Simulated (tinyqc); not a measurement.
Field dependence: Hall factor, magnetoresistance and optical conductivity for a power-law relaxation time. Computed by tinyqc, a small Python program. Command: `OMP_NUM_THREADS=1 python tinyqc.py 3028617 3028618 out.jsonl magneto walk`. One thread of a shared host (Intel(R) Xeon(R) Processor @ 2.30GHz), about 0.01 s of CPU time with the checks.

One spherical parabolic band, tau(E) = tau_0 x^s with x = E/(k_B T). Landau quantisation is left out.

Inputs (values chosen for the exercise, with a mass close to that of electrons in germanium):

| quantity | value | unit |
|---|---|---|
| effective mass m | 0.12 | m_0 |
| exponent s | 1 | - |
| tau_0 | 920 | fs |
| reduced Fermi level eta | -8 | - |
| temperature T | 250 | K |

Constants: m_0 = 9.1093837015e-31 kg; k_B = 1.380649e-23 J/K; hbar = 1.054571817e-34 J s; e = 1.602176634e-19 C.

Method:
- <y> = int y x^(3/2) f (1 - f) dx / int x^(3/2) f (1 - f) dx, f = 1/(1 + exp(x - eta)).
- Integrals over x = E/(k_B T) use 160 Gauss-Legendre points in u = sqrt(x) from 0 to sqrt(max(eta, 0) + 45).
- n = (2 m k_B T)^(3/2)/(3 pi^2 hbar^3) int x^(3/2) f (1 - f) dx; moments in units of tau_0.
- mu = e <tau>/m; weak field r_H = <tau^2>/<tau>^2 and MR = c (mu B)^2, c = <tau^3>/<tau>^3 - r_H^2; strong field r_H = 1 and MR = <tau> <1/tau> - 1.
- With w_c = e B/m: sigma_xx = (n e^2/m) <tau/(1 + w_c^2 tau^2)>, sigma_xy = (n e^2/m) <w_c tau^2/(1 + w_c^2 tau^2)>; r_H = (n e/B) sigma_xy/(sigma_xx^2 + sigma_xy^2); MR = sigma_0 sigma_xx/(sigma_xx^2 + sigma_xy^2) - 1, sigma_0 = n e^2 <tau>/m.

drift mobility mu = 33712.7 cm^2/(V s)

saturation MR = 66.6568 %

Against the field:

| B (T) | mu B | r_H | MR (%) |
|---|---|---|---|
| 0.0089 | 3.0004e-02 | 1.3989 | 5.0126e-02 |
| 0.03 | 1.0114e-01 | 1.3884 | 5.4009e-01 |
| 0.089 | 3.0004e-01 | 1.3333 | 3.5574e+00 |
| 0.18 | 6.0683e-01 | 1.2559 | 9.1408e+00 |
| 0.3 | 1.0114e+00 | 1.1902 | 1.5543e+01 |
| 0.59 | 1.9891e+00 | 1.1121 | 2.6455e+01 |
| 1.2 | 4.0455e+00 | 1.0547 | 3.8979e+01 |
| 3 | 1.0114e+01 | 1.0172 | 5.2683e+01 |
| 12 | 4.0455e+01 | 1.0020 | 6.3303e+01 |

r_H falls from 1.399 to 1.002, so a strong-field measurement gives n directly; half of the fall is done between 0.607 and 1.01 in mu B. MR starts as B^1.96 and reaches 95 % of its saturation value in the last row. It arises only because carriers of different energy have different Hall angles, which one Hall field cannot cancel.

Extremes, crossings and ranges named in words are read from the listed rows.
